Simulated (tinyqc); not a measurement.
Worked calculation: plane-wave Kohn-Sham cycle with exchange-only LDA in a layered model solid. One step of it, computed by the program tinyqc.

Problem. Iteration 1: potential. V_H(G) = 4 pi rho(G)/G^2 for G != 0 (uniform background); v_x = -(3 rho/pi)^(1/3); V = V_ext + V_H + v_x; Fourier components f(G_m) = (1/N) sum_j f(x_j) exp(-i G_m x_j).

A solid whose potential varies along x alone (atomic units):
```
parameter,value
period a,9.100000
cross-section of the cell,10.000000
electrons per cell,2
grid points,16
"plane waves -n..n, n",2
k points,1
V1 in V1 cos(2 pi x/a),-0.190000
```

density at the start, on the grid x_j = j a/N (e/bohr^3): 0.02197802  0.02197802  0.02197802  0.02197802  0.02197802  0.02197802  0.02197802  0.02197802  0.02197802  0.02197802  0.02197802  0.02197802  0.02197802  0.02197802  0.02197802  0.02197802

Give: Potentials on the grid; V(G_m), m = 0, 1, 2, ....

Solution.

Potentials on the grid (hartree):
```
x,V_ext,V_H,v_x,V
0.0000,-0.1900,0.0000,-0.2758,-0.4658
0.5687,-0.1755,0.0000,-0.2758,-0.4514
1.1375,-0.1344,0.0000,-0.2758,-0.4102
1.7063,-0.0727,0.0000,-0.2758,-0.3485
2.2750,0,0.0000,-0.2758,-0.2758
2.8438,0.0727,0.0000,-0.2758,-0.2031
3.4125,0.1344,0.0000,-0.2758,-0.1415
3.9813,0.1755,0.0000,-0.2758,-0.1003
4.5500,0.1900,0.0000,-0.2758,-0.0858
5.1188,0.1755,0.0000,-0.2758,-0.1003
5.6875,0.1344,0.0000,-0.2758,-0.1415
6.2562,0.0727,0.0000,-0.2758,-0.2031
6.8250,0,0.0000,-0.2758,-0.2758
7.3937,-0.0727,0.0000,-0.2758,-0.3485
7.9625,-0.1344,0.0000,-0.2758,-0.4102
8.5312,-0.1755,0.0000,-0.2758,-0.4514
```

V(G_m), m = 0, 1, 2, ... (hartree): -0.2758  -0.0950  0.0000  0.0000  0.0000
